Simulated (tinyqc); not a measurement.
From results back to parameters: five-level k.p model folded onto the conduction band. Three cases, with inputs chosen for the exercise.

Problem. The levels are known; the mass and the g factor at E = Eg are given. Find Ep and Ep2.

Second-order sums for the lowest conduction level at E: 1/m = 1 + Cm + (Ep/3)(2/E + 1/(E + Dso)) - (Ep2/3)(2/(E7 + D2 - E) + 1/(E7 - E)); g/2 = 1 + Cg - (Ep/3)(1/E - 1/(E + Dso)) - (Ep2/3)(1/(E7 - E) - 1/(E7 + D2 - E)). E is counted from the top of the valence band; E = Eg at the edge.

Find: coefficients of (Ep, Ep2); right-hand sides 1/m - 1 - Cm and 1 + Cg - g/2; Ep, Ep2.

Method. Both sums are linear in Ep and Ep2, so two equations fix them.

Case 1.

Values chosen (near those of InAs; shifted at random, so the results belong to these values and not to a real crystal): Eg = 0.417 eV (gap at Gamma to the s-like level); Dso = 0.396 eV (spin-orbit splitting); E7 = 4.43 eV (upper Gamma7 conduction level, from the valence top); D2 = 0.15 eV (its spin-orbit splitting, Gamma8 above Gamma7); Cm = -1 (remote term in 1/m); Cg = 0 (remote term in g/2).

m = 0.02324253 m0
g = -15.160414

Solution.

coefficients of (Ep, Ep2) (1/eV):
```
         1         2
1  2.00873  -0.24320
2  0.38936   0.00299
```

right-hand sides 1/m - 1 - Cm and 1 + Cg - g/2: 43.0246  8.5802

Ep, Ep2 (eV): 22.00  4.80

Case 2.

Values chosen (near those of ZnSe; shifted at random, so the results belong to these values and not to a real crystal): Eg = 2.843 eV (gap at Gamma to the s-like level); Dso = 0.402 eV (spin-orbit splitting); E7 = 7.39 eV (upper Gamma7 conduction level, from the valence top); D2 = 0.11 eV (its spin-orbit splitting, Gamma8 above Gamma7); Cm = -2.6 (remote term in 1/m); Cg = -0.02 (remote term in g/2).

m = 0.16179734 m0
g = 1.254359

Solution.

coefficients of (Ep, Ep2) (1/eV):
```
         1         2
1  0.33722  -0.21646
2  0.01452   0.00173
```

right-hand sides 1/m - 1 - Cm and 1 + Cg - g/2: 7.7806  0.3528

Ep, Ep2 (eV): 24.10  1.60

Case 3.

Values chosen (near those of InP; shifted at random, so the results belong to these values and not to a real crystal): Eg = 1.488 eV (gap at Gamma to the s-like level); Dso = 0.103 eV (spin-orbit splitting); E7 = 4.6 eV (upper Gamma7 conduction level, from the valence top); D2 = 0.07 eV (its spin-orbit splitting, Gamma8 above Gamma7); Cm = -0.6 (remote term in 1/m); Cg = 0 (remote term in g/2).

m = 0.08184271 m0
g = 1.403950

Solution.

coefficients of (Ep, Ep2) (1/eV):
```
         1         2
1  0.65754  -0.31662
2  0.01450   0.00236
```

right-hand sides 1/m - 1 - Cm and 1 + Cg - g/2: 11.8186  0.2980

Ep, Ep2 (eV): 19.90  4.00

Computed by tinyqc, one run a case: `OMP_NUM_THREADS=1 python tinyqc.py N N+1 out.jsonl` with N = 1050478, 1050496, 1050518; one thread of a shared Intel(R) Xeon(R) Processor @ 2.30GHz, about 0.01 s a run at most.
